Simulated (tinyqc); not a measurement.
Strain-driven crossing of the Gamma and L valleys in a germanium-like crystal: one step. The strain tensor for a biaxial (111) load.

Biaxial loads: e0 is the in-plane strain e_par and the normal is free. (001): e_perp = -2 (C12/C11) e_par; exx = eyy = e_par, ezz = e_perp, no shear. (111): e_perp = -(2 C11 + 4 C12 - 4 C44)/(C11 + 2 C12 + 4 C44) e_par; exx = eyy = ezz = (2 e_par + e_perp)/3 and exy = eyz = ezx = (e_perp - e_par)/3. (110): e_perp = -(C11 + 3 C12 - 2 C44)/(C11 + C12 + 2 C44) e_par; exx = eyy = (e_par + e_perp)/2, ezz = e_par, exy = (e_perp - e_par)/2, eyz = ezx = 0. Uniaxial loads: a stress along n, scaled so that n.e.n = e0, with exx = s11 sxx + s12 (syy + szz), exy = s44 sxy/2, s11 = (C11 + C12)/((C11 - C12)(C11 + 2 C12)), s12 = -C12/((C11 - C12)(C11 + 2 C12)), s44 = 1/C44.

Inputs chosen for the exercise (near those of Ge, gaps at low temperature; the results hold for these values, not for the real material):
```
symbol  value          unit  meaning
C11     127.1          GPa
C12     47.7           GPa
C44     65.7           GPa
load    biaxial (111)        kind of strain
e0      0.0111               size of the strain
```

Task: Form the tensor and its trace.

Give: strain tensor in the cubic axes; tr(e).

Result:

strain tensor in the cubic axes, rows x, y, z and columns alike:
```
[[0.006011, -0.005089, -0.005089],
 [-0.005089, 0.006011, -0.005089],
 [-0.005089, -0.005089, 0.006011]]
```

tr(e) = 0.018033

tinyqc: `OMP_NUM_THREADS=1 python tinyqc.py 1051213 1051214 out.jsonl`; about 0.01 s, one thread, shared Intel(R) Xeon(R) Processor @ 2.30GHz.
